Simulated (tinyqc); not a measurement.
Worked calculation: Hubbard chain of 5 sites. One step of it, computed by the program tinyqc.

Question. Mean-field iteration 2. H(up) = T + U n(down), H(down) = T + U n(up); fill the lowest levels; n(new) = n + mixing (n(out) - n); E = tr T (rho up + rho down) + U sum n_up n_down of the output.

one-body matrix (hopping and site energies) (eV), order 1, 2, 3, 4, 5:
$$\begin{pmatrix}
-0.540000 & -1.040000 & 0.000000 & 0.000000 & 0.000000 \\
-1.040000 & -0.730000 & -1.040000 & 0.000000 & 0.000000 \\
0.000000 & -1.040000 & -0.560000 & -1.040000 & 0.000000 \\
0.000000 & 0.000000 & -1.040000 & -0.970000 & -1.040000 \\
0.000000 & 0.000000 & 0.000000 & -1.040000 & 0.200000
\end{pmatrix}$$

U = 1.900000 eV

electrons, up and down: [3, 2]

mixing = 1

n(up) after iteration 1: 1 0.738996, 2 0.523495, 3 0.688298, 4 0.659902, 5 0.389309

n(down) after iteration 1: 1 0.299510, 2 0.580115, 3 0.308412, 4 0.668288, 5 0.143675

Give: levels, up; levels, down; energy; n(up) after iteration 2; n(down) after iteration 2.

Answer.

levels, up (eV): [-1.5945, -0.7655, 0.1806, 1.3471, 2.0324]

levels, down (eV): [-1.2850, -0.4983, 0.8491, 1.6746, 2.3595]

energy = -6.2618 eV

n(up) after iteration 2: 1 0.7420, 2 0.4476, 3 0.7108, 4 0.5136, 5 0.5860

n(down) after iteration 2: 1 0.2503, 2 0.6063, 3 0.2993, 4 0.6094, 5 0.2347
